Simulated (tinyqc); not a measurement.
Hueckel theory of the pi electrons, for the molecule [CH2]C([CH2])=CC=CC=C (SMILES; centres numbered as the heavy atoms are written), step by step. One step of it, computed by the program tinyqc.

Problem. Energy, charges, bond orders. E = sum n x; q_r = z_r - P_rr; bond order p = P_rs; free valence = sqrt(3) - sum of p over the bonds of the atom.

x values: [1.949856, 1.563663, 0.867767, 0.000000, 0.000000, -0.867767, -1.563663, -1.949856]

occupations: [2.000000, 2.000000, 2.000000, 1.000000, 1.000000, 0.000000, 0.000000, 0.000000]

charge and bond-order matrix P, order 1C, 2C, 3C, 4C, 5C, 6C, 7C, 8C:
```
[[1.000000, 0.625898, 0.000000, 0.000000, -0.179137, 0.000000, 0.068796, 0.000000],
 [0.625898, 1.000000, 0.625898, 0.446761, 0.000000, -0.110341, 0.000000, 0.068796],
 [0.000000, 0.625898, 1.000000, 0.000000, -0.179137, 0.000000, 0.068796, 0.000000],
 [0.000000, 0.446761, 0.000000, 1.000000, 0.694694, 0.000000, -0.179137, 0.000000],
 [-0.179137, 0.000000, -0.179137, 0.694694, 1.000000, 0.625898, 0.000000, -0.247934],
 [0.000000, -0.110341, 0.000000, 0.000000, 0.625898, 1.000000, 0.557102, 0.000000],
 [0.068796, 0.000000, 0.068796, -0.179137, 0.000000, 0.557102, 1.000000, 0.805035],
 [0.000000, 0.068796, 0.000000, 0.000000, -0.247934, 0.000000, 0.805035, 1.000000]]
```

Centres:
```
centre  z_r, pi electrons of the neutral centre         h
1C                                            1  0.000000
2C                                            1  0.000000
3C                                            1  0.000000
4C                                            1  0.000000
5C                                            1  0.000000
6C                                            1  0.000000
7C                                            1  0.000000
8C                                            1  0.000000
```

Bonds:
```
i  j  k
1  2  1
2  3  1
2  4  1
4  5  1
5  6  1
6  7  1
7  8  1
```

Give: pi energy = 8 alpha + this times beta; pi charges; Bond orders and lengths from R = 1.517 - 0.180 p; free valence of the carbons; gap between the highest filled and the next level.

Solution.

pi energy = 8 alpha + this times beta = 8.763

pi charges: [0.000, 0.000, 0.000, 0.000, 0.000, 0.000, 0.000, 0.000]

Bond orders and lengths from R = 1.517 - 0.180 p (angstrom, C-C alone):
```
bond      p      R
1-2   0.626  1.404
2-3   0.626  1.404
2-4   0.447  1.437
4-5   0.695  1.392
5-6   0.626  1.404
6-7   0.557  1.417
7-8   0.805  1.372
```

free valence of the carbons: [1.106, 0.033, 1.106, 0.591, 0.411, 0.549, 0.370, 0.927]

gap between the highest filled and the next level = 0.868 |beta|
